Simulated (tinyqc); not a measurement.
Worked calculation: Hubbard ring of 3 sites. Computed by tinyqc, a small Python program that keeps every step. Settings: hopping = 1.57, U = 6.3, mixing = 1, iteration cap = 90. Command: `OMP_NUM_THREADS=1 python tinyqc.py 27286 27287 out.jsonl` (the two numbers bound the seeds that draw the settings). One thread of a shared host (Intel(R) Xeon(R) Processor @ 2.60GHz), about 0.2 s of CPU time with the checks. Later iterations appear only in the table of the cycle.

## Mean-field iteration 1

one-body matrix (hopping and site energies) (eV), lower triangle:
```
,1,2,3
1,0.000000
2,-1.570000,0.000000
3,-1.570000,-1.570000,0.000000
```

U = 6.300000 eV

electrons, up and down: 2  1

mixing = 1

n(up) at the start (a guess, not normalised): 1 0.667000, 2 0.667000, 3 0.667000

n(down) at the start (a guess): 1 0.333000, 2 0.333000, 3 0.333000

H(up) = T + U n(down), H(down) = T + U n(up); fill the lowest levels; n(new) = n + mixing (n(out) - n); E = tr T (rho up + rho down) + U sum n_up n_down of the output.

levels, up (eV): -1.042100  3.667900  3.667900

levels, down (eV): 1.062100  5.772100  5.772100

energy = -0.510000 eV

n(up) after iteration 1: 1 1.000000, 2 0.500000, 3 0.500000

n(down) after iteration 1: 1 0.333333, 2 0.333333, 3 0.333333

The highest filled level is degenerate with an empty one, so which vector is filled is an arbitrary choice.

## Mean-field iteration 2

As before.

levels, up (eV): -1.040000  3.670000  3.670000

levels, down (eV): 0.699722  4.720000  7.180278

energy = -0.870278 eV

n(up) after iteration 2: 1 1.000000, 2 0.500000, 3 0.500000

n(down) after iteration 2: 1 0.135834, 2 0.432083, 3 0.432083

The highest filled level is degenerate with an empty one, so which vector is filled is an arbitrary choice.

## Mean-field iteration 3

As before.

levels, up (eV): -1.221317  3.229193  4.292124

levels, down (eV): 0.699722  4.720000  7.180278

energy = -0.870278 eV

n(up) after iteration 3: 1 1.000000, 2 0.500000, 3 0.500000

n(down) after iteration 3: 1 0.135834, 2 0.432083, 3 0.432083

## Convergence

Each step fills the lowest levels of T + U n(other spin) and sets n(new) = n + mixing (n(out) - n); stop when output and input agree to 1e-8.

Course of the cycle:
```
iteration,E (eV),largest |n(out) - n(in)|,mean |n_up - n_down|
1,-0.51000000,3.33e-01,0.333333
2,-0.87027777,1.97e-01,0.333333
3,-0.87027777,2.22e-16,0.333333
```

local moments n_up - n_down: 1 0.864166, 2 0.067917, 3 0.067917

Converged in 3 iterations. But random starts reach -1.57121 eV, so this is another stationary point, not the lowest one. Reruns (cap 100 unless said): mixing 0.2: converged in 88 to a higher stationary point (E = -0.87028); mixing 0.5: converged in 30 to a higher stationary point (E = -0.87028); mixing 0.9: converged in 11 to a higher stationary point (E = -0.87028). Before convergence this energy mixes input and output and is not variational, so it may rise towards its limit.

## The many-body Hamiltonian

Basis: all placements (u, d, 2, 0 on each site), up operators ordered before down ones; hops carry the sign of the same-spin electrons passed.

H (eV), lower triangle:
```
,2u0,u20,uud,20u,udu,u02,duu,02u,0u2
2u0,6.300000
u20,-1.570000,6.300000
uud,-1.570000,-1.570000,0.000000
20u,-1.570000,0.000000,0.000000,6.300000
udu,0.000000,-1.570000,0.000000,-1.570000,0.000000
u02,0.000000,0.000000,-1.570000,-1.570000,-1.570000,6.300000
duu,1.570000,0.000000,0.000000,-1.570000,0.000000,0.000000,0.000000
02u,0.000000,1.570000,0.000000,0.000000,-1.570000,0.000000,-1.570000,6.300000
0u2,0.000000,0.000000,1.570000,0.000000,0.000000,-1.570000,-1.570000,-1.570000,6.300000
```

## Exact diagonalisation (9 states)

Lowest levels of the sector, and the double occupancy of the lowest state.

lowest levels (eV): -1.997012  -1.997012  0.000000  4.727148  4.727148  6.300000

double occupancy per site = 0.076651

The mean-field solution above lies 1.1267 eV above the exact energy.

## The lowest level by Lanczos steps

From a random start vector (not printed): a_j = <q_j|H|q_j>, b_j = norm of the remainder after orthogonalising; the Ritz value is the lowest eigenvalue of the tridiagonal matrix of a and b so far.

Lanczos:
```
j,a_j (eV),b_j (eV),lowest Ritz value (eV)
1,4.371775,3.267278,4.37177535
2,0.605821,1.410946,-1.28223735
3,3.053622,4.623972,-1.60687471
4,5.876618,1.881999,-1.95510107
5,4.992165,0,-1.99701216
```
